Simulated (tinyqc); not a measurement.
From results back to parameters: parabolic quantum dot in a magnetic field (Fock-Darwin). Three cases, with inputs chosen for the exercise.

Problem. The two far-infrared modes of a parabolic dot are W +/- wc/2 with W = sqrt(w0^2 + wc^2/4) and hbar wc = 2 muB B/m. They were computed from hidden w0 and m.

Constants: muB = 5.788381798e-05 eV/T.

Case 1.

Values chosen (out of a larger set: near those of a gate-defined dot in InGaAs; not measured data): B = 1.03 T (magnetic field).

modes (meV): 6.75928  4.15577

Case 2.

Values chosen (out of a larger set: near those of a gate-defined dot in InAs; not measured data): B = 0.42 T (magnetic field).

modes (meV): 2.51928  0.89311

Case 3.

Values chosen (out of a larger set: near those of a gate-defined dot in Si; not measured data): B = 4.01 T (magnetic field).

modes (meV): 6.57841  4.11042

Find: hbar wc; m; hbar w0.

Solution. Their difference is hbar wc and their product (hbar w0)^2.

Case 1.

hbar wc = 2.604 meV
m = 0.0458 m0
hbar w0 = 5.30 meV

Case 2.

hbar wc = 1.626 meV
m = 0.0299 m0
hbar w0 = 1.50 meV

Case 3.

hbar wc = 2.468 meV
m = 0.1881 m0
hbar w0 = 5.20 meV

Computed by tinyqc, one run a case: `OMP_NUM_THREADS=1 python tinyqc.py N N+1 out.jsonl` with N = 1282227, 1282386, 1282475; one thread of a shared Intel(R) Xeon(R) Processor @ 2.30GHz, about 0.1 s a run at most.
